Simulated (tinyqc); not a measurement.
The diagram with and without ligand: potential-pH (Pourbaix) lines of a metal, its cation, its oxide and an oxyanion, with a complexing ligand. Computed by tinyqc, a small Python program. Command: `OMP_NUM_THREADS=1 python tinyqc.py 3009434 3009435 out.jsonl pourb walk`. One thread of a shared host (Intel(R) Xeon(R) Processor @ 2.30GHz), about 0.02 s of CPU time with the checks.

Potentials are against the standard hydrogen electrode; solids and water have unit activity; dG_f of M, H+ and the electron is zero; F = e N_A and s = R T ln(10)/F. The cation carries z = 2.

Inputs (values chosen for the exercise, modelled on iron):
```
quantity                                      value    unit
dG_f of the cation                           -77.73  kJ/mol
dG_f of the oxide                           -251.81  kJ/mol
dG_f of the oxyanion                         -320.1  kJ/mol
dG_f of water                               -237.14  kJ/mol
temperature T                                298.15       K
log10 of the dissolved activity a                -2       -
log10 of the stability constant beta of ML       10       -
pKa of HL                                       6.3       -
total ligand c_L                              0.044   mol/L
```

Species: M, M2+, MO, MO2(2-).

Constants: R = 8.314462618 J/(mol K); e = 1.602176634e-19 C; N_A = 6.02214076e+23 1/mol.

Method. M2+ + 2e = M; MO + 2H+ + 2e = M + H2O; MO2(2-) + 4H+ + 2e = M + 2H2O. For each, E0 = -dG/(z F), and E = E0 + (s/z) log10 a - (s n_H/z) pH, with no activity term for the oxide. The free ligand is c_L/(1 + 10^(pKa - pH)) (ligand in excess); dissolved metal is a in all, so the free cation is a/alpha, alpha = 1 + beta [L]; the cation line drops by (s/z) log10 alpha.

E0 (V): cation -0.402807, oxide -0.076022, oxyanion 0.798982

s = 0.0591593 V

Lines against the metal (V); the species with the lowest line is stable above it:
```
pH    cation     oxide  oxyanion  stable above  cation with ligand  stable above, ligand
0   -0.46197  -0.07602   0.73982        cation            -0.53134             dissolved
2   -0.46197  -0.19434   0.50318        cation            -0.59044             dissolved
4   -0.46197  -0.31266   0.26655        cation            -0.64954             dissolved
5   -0.46197  -0.37182   0.14823        cation            -0.67856             dissolved
6   -0.46197  -0.43098   0.02991        cation            -0.70354             dissolved
7   -0.46197  -0.49014  -0.08841         oxide            -0.71530             dissolved
8   -0.46197  -0.54930  -0.20673         oxide            -0.71738             dissolved
9   -0.46197  -0.60846  -0.32505         oxide            -0.71761             dissolved
10  -0.46197  -0.66762  -0.44336         oxide            -0.71763             dissolved
12  -0.46197  -0.78593  -0.68000         oxide            -0.71764                 oxide
14  -0.46197  -0.90425  -0.91664      oxyanion            -0.71764              oxyanion
```

What does the comparison show, and why?

Without ligand the oxide holds 5 of the eleven rows (pH 7 to 12), with it 1 (pH 12). The ligand acts once beta [L] exceeds 1, from pH = pKa - log10(beta c_L) = -2.3 on, that is in all rows; its line then falls by at most s/z per pH unit and flattens beyond pKa, 0.256 V below the free cation at most. The oxide line falls faster, by s per pH unit, so the oxide takes over again at higher pH.

Extremes, crossings and ranges named in words are read from the listed rows.
